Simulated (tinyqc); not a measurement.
# Worked calculation: short-channel transistor, virtual-source model with series resistance

Computed by the program tinyqc: `OMP_NUM_THREADS=1 python tinyqc.py 2380169 2380170 out.jsonl`, one thread of a shared Intel Xeon 2.30GHz, about 0.02 s for the whole run. Printed values are rounded.

The current per gate width is the charge at the top of the source barrier (the virtual source) times its velocity times a saturation function; al and be are fitting constants of the model. Units: I in uA/um, Rs in ohm um, so I Rs = 1e-6 I Rs in volts; Q in uC/cm^2, so I = 1e-4 Q vx0 Fsat with vx0 in cm/s.

Parameters, values chosen for the exercise: temperature T = 293 K; inversion capacitance Cinv = 2.21 uF/cm^2; velocity at the virtual source vx0 = 2.93e7 cm/s; apparent mobility mu = 200 cm^2/(V s); channel length L = 12 nm; threshold at zero drain voltage VT0 = 0.34 V; drain-induced barrier lowering dl = 0.112 V/V; subthreshold factor n0 = 1.33; growth of n with drain voltage nd = 0.2 1/V; threshold shift (in units of Vt) from weak to strong inversion al = 3.5; sharpness of saturation be = 1.4; series resistance of each contact Rs = 120 ohm um; gate voltage Vgs = 0.75 V; drain voltage Vds = 0.38 V.

Constants: q = 1.602176634e-19 C, kB = 1.380649e-23 J/K, Vt = kB T/q. Results are converted to the units shown.

## Iteration 1: current through the series resistance

I at the start = 0 uA/um

Intrinsic voltages Vg' = Vgs - I Rs, Vd' = Vds - 2 I Rs. n = n0 + nd Vd', VT = VT0 - dl Vd', Ff = 1/(1 + exp((Vg' - VT + al Vt/2)/(al Vt))), Q = Cinv n Vt ln(1 + exp((Vg' - VT + al Vt Ff)/(n Vt))), Vdsat = (vx0 L/mu)(1 - Ff) + Vt Ff, Fsat = u/(1 + u^be)^(1/be) with u = Vd'/Vdsat, and I(out) = Q vx0 Fsat per width. (Fsat takes the sign of u.) I(new) = I + 0.3 (I(out) - I).

Vg' = 0.75 V
Vd' = 0.38 V
VT = 0.2974400 V
Ff = 0.003607410
Q = 1.000862 uC/cm^2
Vdsat = 0.1752569 V
Fsat = 0.8120416
I(out) = 2381.334 uA/um
I after iteration 1 = 714.4001 uA/um

## Iteration 2: current through the series resistance

As before.

Vg' = 0.6642720 V
Vd' = 0.2085440 V
VT = 0.3166431 V
Ff = 0.01173059
Q = 0.7705541 uC/cm^2
Vdsat = 0.1740339 V
Fsat = 0.6634068
I(out) = 1497.789 uA/um
I after iteration 2 = 949.4168 uA/um

## Iteration 3: current through the series resistance

As before.

Vg' = 0.6360700 V
Vd' = 0.1521400 V
VT = 0.3229603 V
Ff = 0.01723993
Q = 0.6953473 uC/cm^2
Vdsat = 0.1732045 V
Fsat = 0.5695665
I(out) = 1160.416 uA/um
I after iteration 3 = 1012.717 uA/um

## Course of the iteration: current through the series resistance

Stop when I changes by less than 1e-7 uA/um, or after 80 iterations.

Course of the iteration:

| iteration | I (uA/um) | \|change\| (uA/um) |
|---|---|---|
| 1 | 714.4001 | 714 |
| 2 | 949.4168 | 235 |
| 3 | 1012.717 | 63.3 |
| 4 | 1027.773 | 15.1 |
| 5 | 1031.207 | 3.43 |
| 6 | 1031.981 | 0.775 |
| 7 | 1032.156 | 0.174 |
| 8 | 1032.195 | 0.0392 |
| 9 | 1032.204 | 8.82e-3 |
| 10 | 1032.206 | 1.98e-3 |
| 11 | 1032.206 | 4.46e-4 |
| 12 | 1032.206 | 1.00e-4 |
| 13 | 1032.206 | 2.25e-5 |
| 14 | 1032.206 | 5.07e-6 |
| 15 | 1032.206 | 1.14e-6 |
| 16 | 1032.206 | 2.56e-7 |
| 17 | 1032.206 | 5.77e-8 |

Converged in 17 iterations. At the end each change is about 0.22 times the one before: linear convergence.

## What the series resistance costs

converged I = 1032.206 uA/um
I0 = 2381.334 uA/um

Intrinsic voltages Vg' = Vgs - I Rs, Vd' = Vds - 2 I Rs. n = n0 + nd Vd', VT = VT0 - dl Vd', Ff = 1/(1 + exp((Vg' - VT + al Vt/2)/(al Vt))), Q = Cinv n Vt ln(1 + exp((Vg' - VT + al Vt Ff)/(n Vt))), Vdsat = (vx0 L/mu)(1 - Ff) + Vt Ff, Fsat = u/(1 + u^be)^(1/be) with u = Vd'/Vdsat, and I = Q vx0 Fsat per width. I0 is the current for Rs = 0. Effective velocity I/Q; transit time L Q/I.

loss against I0 = 56.65428 %
effective velocity = 1.542994e7 cm/s
transit time = 0.07777090 ps

The carriers leave the virtual source at 52.7 % of vx0: Vd' is not large against Vdsat.
